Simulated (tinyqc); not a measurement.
Resistive crossbar, vector-matrix product with wire resistance: one step of the calculation.

2 rows and 2 columns. Cell (i, j) joins row node wij to column node bij. Each row is driven at its left end through one wire segment rw; neighbouring nodes along a row or a column are joined by rw; each column ends below the last row in one more rw and a virtual ground, where its current is read. Ideal output: I_j = sum_i V_i G_ij.

Question. Node voltages and column currents. Solve A x = b; I_j = b2j/rw.

Inputs (values chosen for the exercise):

| symbol | value | unit | meaning |
|---|---|---|---|
| rw | 200 | ohm | wire resistance between neighbouring cells |

A (uS):
```
           w11    w12        w21        w22        b11    b12        b21        b22
w11  10006.300  -5000          0          0       -6.3      0          0          0
w12      -5000   5022          0          0          0    -22          0          0
w21          0      0  10016.000      -5000          0      0        -16          0
w22          0      0      -5000  5006.6000          0      0          0       -6.6
b11       -6.3      0          0          0  5006.3000      0      -5000          0
b12          0    -22          0          0          0   5022          0      -5000
b21          0      0        -16          0      -5000      0  10016.000          0
b22          0      0          0       -6.6          0  -5000          0  10006.600
```

b (uA): w11 1500, w12 0, w21 750, w22 0, b11 0, b12 0, b21 0, b22 0

Wanted: row nodes; column nodes; column currents.

Answer.

row nodes (mV): w11 298.33, w12 297.04, w21 149.33, w22 149.14
column nodes (mV): b11 1.2238, b12 2.7843, b21 0.84949, b22 1.4896
column currents (uA): column 1 4.2475, column 2 7.4480

tinyqc, about 0.01 s, one thread, Intel Xeon 2.30GHz (shared host): `OMP_NUM_THREADS=1 python tinyqc.py 2880010 2880011 out.jsonl`
